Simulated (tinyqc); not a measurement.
Critical temperature from a phonon spectrum: McMillan, Allen-Dynes and the linearised Eliashberg equation: one step, computed by the program tinyqc.

alpha^2 F(omega) = sum_i (lambda_i omega_i/2) delta(omega - omega_i), so that lambda = 2 int alpha^2 F/omega d omega = sum_i lambda_i.

Question. Largest eigenvalue of the small kernel. K is the kernel of the linearised Eliashberg equation on the Matsubara points omega_n = (2n + 1) pi k_B T; T_c is where its largest eigenvalue rho is zero. Diagonalise K; at rho = 0 the eigenvector c is the gap function Delta_n/omega_n up to a factor; away from it Delta_n/Delta_0 = (2n + 1) c_n/c_0 is only an estimate.

Inputs (values chosen for the exercise, for a model metal): trial temperature = 44.6 K.

Peaks in alpha^2 F: three.

K:
```
           1          2          3
1  -0.318889   1.285240   0.767371
2   1.285240  -4.700515   0.976366
3   0.767371   0.976366  -8.105137
```

Give: largest eigenvalue rho; Delta_n/Delta_0.

Answer.

largest eigenvalue rho = 0.15210

Delta_n/Delta_0: 1.0000  0.8714  0.6364

rho > 0: in this small matrix the trial temperature lies below T_c.
